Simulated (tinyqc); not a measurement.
# Threshold of a short bulk MOSFET: charge sharing, barrier lowering, narrow width: threshold roll-off against channel length

n-channel device on a p-type body, depletion approximation, full ionisation. Uniform doping N = Na. Vbi from Boltzmann statistics is rough for the degenerate source. Cox = eps0 eox/tox.

ni = sqrt(Nc Nv) exp(-Eg/(2 Vt)), Eg in volts; 2 pB = 2 Vt ln(N/ni); flat band Vfb - Vt ln(N/Na); Wd = sqrt(2 eps0 eps_r (2 pB - Vbs)/(q N)); body term q N Wd/Cox; long-channel VT0 = flat band + 2 pB + body term; Vbi = Vt ln(N Nsd/ni^2); scale length l = sqrt((eps_r/eox) tox Wd). Charge sharing (trapezoid; it ignores Vds): F = (xj/L)(sqrt(1 + 2 Wd/xj) - 1), lowering = body term times F. Barrier lowering: th = exp(-L/(2 l)) + 2 exp(-L/l), lowering = th [2 (Vbi - 2 pB) + Vds], DIBL = th. Narrow width: rise = body term times xw Wd/W. VT by each model = VT0 - lowering + rise. DIBL under 0.001 mV/V is printed as 0.

Values chosen for this exercise; band and dielectric values close to those of silicon: temperature T = 300 K; band gap Eg = 1.12 eV; relative permittivity eps_r = 11.7; conduction-band density of states at T Nc = 2.81e19 cm^-3; valence-band density of states at T Nv = 2.63e19 cm^-3; relative permittivity of the gate insulator (close to silicon nitride) eox = 7.35; insulator thickness tox = 3 nm; channel doping Na = 9e17 cm^-3; source and drain doping Nsd = 1e20 cm^-3; flat-band voltage for the doping Na Vfb = -0.95 V; junction depth xj = 91 nm; body-source voltage Vbs = 0 V; drain-source voltage Vds = 1.2 V; gate width W = 1300 nm; shape factor of the fringing depletion at the width edges xw = 0.7854.

Constants: q = 1.602176634e-19 C, kB = 1.380649e-23 J/K, Vt = kB T/q, eps0 = 8.8541878128e-14 F/cm where lengths are in cm. Results are converted to the units shown.

The same in every row: N (cm^-3) = 9.000e17; VT0 (V) = 0.2386.

Results:

| L (nm) | L/l | F | DIBL (mV/V) | VT, charge sharing (V) | VT, barrier lowering (V) |
|---|---|---|---|---|---|
| 42 | 3.167 | 0.7478 | 289.5 | 0.06098 | -0.1739 |
| 61 | 4.600 | 0.5148 | 120.4 | 0.1180 | 0.07026 |
| 88 | 6.636 | 0.3569 | 38.85 | 0.1567 | 0.1879 |
| 180 | 13.57 | 0.1745 | 1.131 | 0.2013 | 0.2424 |
| 260 | 19.61 | 0.1208 | 0.05529 | 0.2145 | 0.2439 |
| 380 | 28.66 | 0.08265 | 0 | 0.2238 | 0.2440 |
| 550 | 41.47 | 0.05710 | 0 | 0.2300 | 0.2440 |
| 800 | 60.33 | 0.03926 | 0 | 0.2344 | 0.2440 |

Estimate the missing row, L = 130 nm.

Computed row:

| L (nm) | L/l | F | DIBL (mV/V) | VT, charge sharing (V) | VT, barrier lowering (V) |
|---|---|---|---|---|---|
| 130 | 9.803 | 0.2416 | 7.546 | 0.1849 | 0.2331 |

With this row back in the table: VT by barrier lowering rises from -0.174 to 0.244 V and VT by charge sharing rises from 0.0610 to 0.234 V. DIBL is under 100 mV/V from L = 88 nm on among the rows (th = 0.1 at L/l = 4.92). For L = 42, 61 F exceeds 0.5: the shares of source and drain overlap, and the trapezoid formula no longer holds. For L = 42 DIBL exceeds 250 mV/V, where the barrier formula is rough.

Numbers from tinyqc (`OMP_NUM_THREADS=1 python tinyqc.py 2002092 2002093 out.jsonl`; about 0.01 s on one thread of a shared Intel Xeon 2.30GHz).
